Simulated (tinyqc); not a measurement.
Lateral field, substrate current, probability of reaching the oxide barrier and hot-carrier lifetime of a silicon transistor (pseudo-two-dimensional and lucky-electron models): one step, computed by the program tinyqc.

Local-field models: a lucky carrier gains its energy at the peak field over a path free of collisions. Voltages are magnitudes.

Question. Hot-carrier currents and lifetime. C_ox = 3.9 eps_0/t; F_sat = 2 v_s/mu; V_Dsat = V_ov F_sat L/(V_ov + F_sat L), V_ov = V_G - V_T; I_D/W = C_ox v_s (V_ov - V_Dsat). Scale length l = 0.22 t^(1/3) x_j^(1/2) (all in cm); F_m = sqrt(((V_D - V_Dsat)/l_e)^2 + F_sat^2), with l_e = l; length of the velocity-saturated region l_e ln((V_D - V_Dsat)/(l_e F_sat) + F_m/F_sat). Substrate current I_sub/I_D = (A_i/B_i)(V_D - V_Dsat) exp(-B_i/F_m); probability of reaching the oxide barrier exp(-phi_b/(e lambda F_m)); lifetime tau = (H/(I_D/W)) exp(phi_it/(e lambda F_m)).

Inputs (values chosen for the exercise, modelled on a silicon n-channel):
```
quantity                             value                      unit
channel length L                      1400                        nm
oxide thickness t                       40                        nm
junction depth x_j                     220                        nm
mobility mu                            290                cm^2/(V s)
saturation velocity v_s               0.82                  1e7 cm/s
threshold voltage V_T                 0.67                         V
gate voltage V_G                       4.1                         V
drain voltage V_D                        6                         V
ionisation prefactor A_i           2.3e+06                      1/cm
ionisation field B_i                  1.73                     MV/cm
hot-carrier mean free path lambda        7                        nm
oxide barrier phi_b                    3.1                        eV
interface-trap threshold phi_it        3.8                        eV
lifetime constant H                    400  s microampere/micrometre
```

Drain: abrupt.

Constants: eps_0 = 8.8541878128e-12 F/m.

Give: I_sub/I_D; substrate current I_sub/W; probability of reaching phi_b; lifetime tau; exponent m = phi_it/(e lambda B_i).

Answer.

I_sub/I_D = 0.0023764

substrate current I_sub/W = 0.17441 microampere/micrometre

probability of reaching phi_b = 3.4666e-09

lifetime tau = 1.2789e+11 s

exponent m = phi_it/(e lambda B_i) = 3.1379

Since both exponentials depend on 1/F_m, tau I_D scales about as (I_sub/I_D)^(-m) with m = 3.14, which lets I_sub serve as the monitor. The lifetime is 405 times ten years (3.156e8 s).
